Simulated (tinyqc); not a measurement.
Energy against distortion: Peierls distortion of a half-filled chain.

Atoms move by +/- u, so bonds change by -/+ 2u and hoppings are t +/- 2 al u. Bands E = -/+ sqrt((2 t cos x)^2 + D^2 sin^2 x) with D = 4 al u, x = k a in (0, pi/2); the gap is 2D. Energy per atom at zero temperature: E(u) = -mean_x sqrt(...) + 2 K u^2; exactly, the mean is (4t/pi) E(1 - z^2), z = D/2t, E the complete elliptic integral of the second kind with parameter m. Coupling lambda = 2 al^2/(pi t K).

Values chosen for the exercise: t = 1.64 eV (hopping of the even chain); al = 4.6 eV/angstrom (change of hopping with bond length); K = 43 eV/angstrom^2 (spring constant of a bond).

Exact means; both parts are counted from u = 0.

Energies per atom:
```
u (angstrom)  gap (eV)  electrons (meV)  springs (meV)  total (meV)
0.0020           0.074            -0.71           0.34        -0.36
0.0049           0.180            -3.54           2.06        -1.47
0.0098           0.361           -11.96           8.26        -3.70
0.0147           0.541           -24.06          18.58        -5.48
0.0195           0.718           -38.86          32.70        -6.16
0.0244           0.898           -56.56          51.20        -5.35
0.0293           1.078           -76.54          73.83        -2.71
0.0342           1.259           -98.57         100.59         2.02
0.0430           1.582          -142.60         159.01        16.41
```

The ratio of electronic gain to elastic cost is 2.05 in the first row and 0.90 in the last: the gain goes as u^2 ln(1/u), so it wins at small u for any K. The total is lowest at u = 0.0195 angstrom and turns positive between 0.0293 and 0.0342.

Run: tinyqc, `OMP_NUM_THREADS=1 python tinyqc.py 1651117 1651118 out.jsonl`; Intel(R) Xeon(R) Processor @ 2.30GHz, one thread, shared host; about 0.1 s of CPU time with all checks.
